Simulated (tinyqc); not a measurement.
Three-level Kane dispersion of a narrow-gap semiconductor: one step. Plasma and cyclotron energies. Three cases, with inputs chosen for the exercise.

Problem. hbar wp = sqrt(8 pi c (e^2/4 pi eps0) n/(eps m)), hbar wc = 2 muB B/m (classical limit), with m = m(EF) and, for comparison, the edge mass; n in angstrom^-3.

Constants: hbar^2/2m0 = 3.80998211 eV angstrom^2; e^2/(4 pi eps0) = 14.39964547 eV angstrom; muB = 5.788381798e-05 eV/T.

Give: hbar wp with m(EF), with m0*; hbar wc with m(EF), with m0*.

Case 1.

Values chosen (out of a larger set: near those of GaSb; not measured data): n = 1.3e+17 cm^-3 (electron density); eps = 14.7 (high-frequency dielectric constant); B = 0.7 T (magnetic field).

m(EF) = 0.0380019 m0
m0* = 0.0358880 m0

Solution.

hbar wp with m(EF), with m0* (meV): [17.91, 18.43]

hbar wc with m(EF), with m0* (meV): [2.13, 2.26]

EF - Ec = 25.3 meV is 12 times hbar wc, so the classical value applies.

Case 2.

Values chosen (out of a larger set: near those of InSb; not measured data): n = 1.3e+18 cm^-3 (electron density); eps = 15.3 (high-frequency dielectric constant); B = 3.5 T (magnetic field).

m(EF) = 0.0318947 m0
m0* = 0.0135047 m0

Solution.

hbar wp with m(EF), with m0* (meV): [60.61, 93.14]

hbar wc with m(EF), with m0* (meV): [12.70, 30.00]

EF - Ec = 190.1 meV is 15 times hbar wc, so the classical value applies.

Case 3.

Values chosen (out of a larger set: near those of InAs; not measured data): n = 3.9e+17 cm^-3 (electron density); eps = 12.2 (high-frequency dielectric constant); B = 3.8 T (magnetic field).

m(EF) = 0.0316748 m0
m0* = 0.0246195 m0

Solution.

hbar wp with m(EF), with m0* (meV): [37.30, 42.31]

hbar wc with m(EF), with m0* (meV): [13.89, 17.87]

hbar wc is not small against EF - Ec = 69.1 meV, so fewer than ten Landau levels are filled and the classical value is only a guide.

Computed by tinyqc, one run a case: `OMP_NUM_THREADS=1 python tinyqc.py N N+1 out.jsonl` with N = 1080549, 1080603, 1080654; one thread of a shared Intel(R) Xeon(R) Processor @ 2.30GHz, about 0.01 s a run at most.
